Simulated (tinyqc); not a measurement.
Field-effect mobility of a thin-film transistor with band-tail and deep states (multiple trapping): one step, computed by the program tinyqc. Command: `OMP_NUM_THREADS=1 python tinyqc.py 3002346 3002347 out.jsonl tft walk`. One thread of a shared host (Intel(R) Xeon(R) Processor @ 2.30GHz), about 0.06 s of CPU time with the checks.

A thick film in accumulation at small drain voltage. Only free electrons move; trapped ones still screen the gate. N_c and mu_0 are held fixed when T changes, leaving out the T^(3/2) growth of N_c. x = E_0 - psi is the distance of the Fermi level below the band edge.

Problem. Free and trapped densities. F_j(eta) = int_0^infinity x^j/(1 + exp(x - eta)) dx, without a gamma-function factor. Integrals over x = E/(k_B T) use 160 Gauss-Legendre points in u = sqrt(x) from 0 to sqrt(max(eta, 0) + 32). Free n(x) = N_c (2/sqrt(pi)) F_1/2(-x/k_B T), with F_1/2 from its two-term series in exp(-x/k_B T) for x >= 12 k_B T; tail n_t(x) = int_0^1.2eV g_t exp(-E/E_t)/(1 + exp((x - E)/k_B T)) dE, E counted down from the edge, 120 Gauss-Legendre points; space charge rho(psi) = n + n_t less its value at psi = 0.

Inputs (values chosen for the exercise, modelled on nanocrystalline ZnO):
```
quantity                           value         unit
effective density of states N_c  4.1e+18       1/cm^3
tail density at the edge g_t     8.5e+19  1/(eV cm^3)
tail width E_t                        40          meV
temperature T                        300            K
```

Deep states: none.

Constants: k_B = 8.617333262e-05 eV/K.

Give: Local densities at x = 0.4, 0.3, 0.2, 0.15, 0.1, 0.05, 0 and -0.05 eV.

Solution.

Local densities at x = 0.4, 0.3, 0.2, 0.15, 0.1, 0.05, 0 and -0.05 eV:
```
x (eV)  n (1/cm^3)  n_t (1/cm^3)  n/(n + n_t)
0.40     7.818e+11     3.485e+14    2.238e-03
0.30     3.741e+13     4.204e+15    8.821e-03
0.20     1.790e+15     4.919e+16    3.511e-02
0.15     1.237e+16     1.624e+17    7.079e-02
0.10     8.505e+16     5.032e+17    1.446e-01
0.05     5.646e+17     1.340e+18    2.964e-01
0.00     3.137e+18     2.554e+18    5.512e-01
-0.05    1.119e+19     3.223e+18    7.763e-01
```

E_t/k_B T = 1.55: deep in the tail n_t follows exp(-x/E_t), more slowly than n, so the free share grows as the Fermi level rises.
